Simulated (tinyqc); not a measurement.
# Changing the coupling Delta_1

Model: valley-orbit splitting of a donor ground state, with strain. Computed by tinyqc, a small Python program. Command: `OMP_NUM_THREADS=1 python tinyqc.py 3031396 3031397 out.jsonl valleyorbit sweep`. One thread of a shared host (Intel(R) Xeon(R) Processor @ 2.30GHz), about 0.01 s of CPU time with the checks.

The basis is the 1s envelope in each valley; energies are counted from the unstrained conduction-band edge. The strain is e_s (a a^T - 1/3) for the unit stress axis a, so valley j along n_j moves by Xi_u e_s w_j with w_j = (n_j.a)^2 - 1/3: -1/3 for x and y, +2/3 for z.

Inputs (values chosen for the exercise, modelled on donors in silicon):
```
quantity                            value  unit
single-valley binding energy E_0     31.9   meV
central-cell shift Lambda            1.24   meV
coupling Delta_2                    0.814   meV
shear deformation potential Xi_u     8.34    eV
shear strain e_s                  6.4e-05     -
```

Valleys: six along <100>. Stress axis: [001].

Method:
- By symmetry: E(A1) = E_0 + Lambda + 4 Delta_1 + Delta_2 (one state), E(T2) = E_0 + Lambda - Delta_2 (three), E(E) = E_0 + Lambda - 2 Delta_1 + Delta_2 (two), as binding energies.
- H_jj = -(E_0 + Lambda) + Xi_u e_s w_j; H_jk = -Delta_2 between opposite valleys and -Delta_1 between perpendicular ones.
- Diagonalise H; the ground vector has positive components. The density at the nucleus, and so the contact hyperfine coupling, scales as (sum_j c_j)^2/(number of valleys), which is 1 without strain; the envelopes are held fixed.
- The binding energy is counted from the lowest valley edge, min_j Xi_u e_s w_j; the gap is from the ground state to the next level.

One run for each value; columns: (1) coupling Delta_1 (meV); (2) E(A1) (meV); (3) E(T2) (meV); (4) hyperfine ratio A/A_0; (5) binding energy under strain (meV); (6) gap to the first excited state (meV):
```
(1)      (2)     (3)      (4)     (5)     (6)
0.25  34.954  32.326  0.97892  34.813   1.359
0.35  35.354  32.326  0.98823  35.204   1.950
0.51  35.994  32.326  0.99407  35.836   2.902
0.73  36.874  32.326  0.99698  36.710   4.216
1.00  37.954  32.326  0.99835  37.786   5.460
1.50  39.954  32.326  0.99925  39.783   7.457
2.10  42.354  32.326  0.99961  42.181   9.855
3.10  46.354  32.326  0.99982  46.179  13.853
```

Over the rows, E(A1) (meV) rises from 35.0 to 46.4 (exponent d ln y / d ln x 0.034 between the first rows and 0.23 between the last); E(T2) (meV) does not change; hyperfine ratio A/A_0 rises from 0.979 to 1.000 (exponent d ln y / d ln x 0.028 between the first rows and 5.3e-4 between the last). A larger valley-orbit coupling resists the strain, so A/A_0 moves back towards 1.

Extremes, crossings and ranges named in words are read from the listed rows.
